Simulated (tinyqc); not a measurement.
Nanosheet or nanowire with hard walls, valleys of the Si type: one step. Valley masses for a [110] channel. Three cases, with inputs chosen for the exercise.

Question. Rotate w into the device axes and group equal valleys (|w_yz| counts); order by w_zz, then w_yy. 1/m_x = w_xx - w_xc w_c^-1 w_cx with c the block (y, z).

Six ellipsoidal valleys along the cube axes: inverse mass tensor w = 1/mt + (1/ml - 1/mt) a a^T with a the unit axis. Device axes: x along the channel, z = [001], y = z x x.

Give: Valleys.

Case 1.

Values chosen (out of a larger set: near those of Si; not measured data): ml = 0.924 m0 (longitudinal mass); mt = 0.189 m0 (transverse mass); channel = 110 (transport direction x on a (001) wafer).

Answer.

Valleys:

| group | valleys g | w_yy | w_zz | \|w_yz\| | m_x (m0) |
|---|---|---|---|---|---|
| A | 2 | 5.2910 | 1.0823 | 0.0000 | 0.1890 |
| B | 4 | 3.1866 | 5.2910 | 0.0000 | 0.5565 |

The lightest transport mass, 0.189 m0, belongs to group A.

Case 2.

Values chosen (out of a larger set: near those of Si; not measured data): ml = 0.921 m0 (longitudinal mass); mt = 0.187 m0 (transverse mass); channel = 110 (transport direction x on a (001) wafer).

Answer.

Valleys:

| group | valleys g | w_yy | w_zz | \|w_yz\| | m_x (m0) |
|---|---|---|---|---|---|
| A | 2 | 5.3476 | 1.0858 | 0.0000 | 0.1870 |
| B | 4 | 3.2167 | 5.3476 | 0.0000 | 0.5540 |

The lightest transport mass, 0.187 m0, belongs to group A.

Case 3.

Values chosen (out of a larger set: near those of Si; not measured data): ml = 0.923 m0 (longitudinal mass); mt = 0.188 m0 (transverse mass); channel = 110 (transport direction x on a (001) wafer).

Answer.

Valleys:

| group | valleys g | w_yy | w_zz | \|w_yz\| | m_x (m0) |
|---|---|---|---|---|---|
| A | 2 | 5.3191 | 1.0834 | 0.0000 | 0.1880 |
| B | 4 | 3.2013 | 5.3191 | 0.0000 | 0.5555 |

The lightest transport mass, 0.188 m0, belongs to group A.

Computed by tinyqc, one run a case: `OMP_NUM_THREADS=1 python tinyqc.py N N+1 out.jsonl` with N = 1280084, 1280259, 1280801; one thread of a shared Intel(R) Xeon(R) Processor @ 2.30GHz, about 0.03 s a run at most.
